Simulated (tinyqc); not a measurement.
What each parameter does: round or elliptic silicon nanowire with anisotropic valleys (Ritz method).

Wire along x = [110] on a (001) wafer, y = [-110], z = [001]. Valley groups (w = inverse masses): A, two valleys along z: w_y = 1/mt, w_z = 1/ml, m_x = mt; B, four valleys in the wafer plane: w_y = (1/ml + 1/mt)/2, w_z = 1/mt, m_x = (ml + mt)/2.

Hard wall on the ellipse (y/a)^2 + (z/b)^2 = 1, c = hbar^2/2m0. With u = y/a, v = z/b the operator is -c [(w_y/a^2) d2/du2 + (w_z/b^2) d2/dv2] on the unit disc. Basis (1 - u^2 - v^2) u^i v^j; S, X and Y are the disc integrals of f f', (df/du)(df'/du) and (df/dv)(df'/dv), from the integral of u^p v^q = 2 Gamma((p+1)/2) Gamma((q+1)/2)/((p + q + 2) Gamma((p+q+2)/2)) for even p, q; H = c (w_y X/a^2 + w_z Y/b^2).

Converged values use 21 functions of each parity class (e or o in u, then in v).

Constants: hbar^2/2m0 = 3.80998211 eV angstrom^2.

Values chosen for the exercise (near those of a Si nanowire; shifted at random, so the results belong to these values and not to a real crystal): ml = 0.911 m0 (longitudinal mass); mt = 0.188 m0 (transverse mass); a = 34 angstrom (semi-axis along y); b = 34 angstrom (semi-axis along z).

Lowest level of groups A and B.

Results for these values:
```
case  A (eV)  B (eV)  B - A (meV)
base  0.0601  0.0811         21.0
```

What happens to each result for b = 37 angstrom, all else kept?

Answer: A falls from 0.0601 to 0.0583; B falls from 0.0811 to 0.0733; B - A falls from 21.0 to 15.0.

The same for each parameter in turn:
```
case             A (eV)  B (eV)  B - A (meV)
base             0.0601  0.0811         21.0
a = 37 angstrom  0.0525  0.0763         23.7
b = 37 angstrom  0.0583  0.0733         15.0
ml = 1.02 m0     0.0589  0.0806         21.7
mt = 0.207 m0    0.0556  0.0742         18.5
```

Run: tinyqc, `OMP_NUM_THREADS=1 python tinyqc.py 1281468 1281469 out.jsonl`; Intel(R) Xeon(R) Processor @ 2.30GHz, one thread, shared host; about 0.03 s of CPU time with all checks.
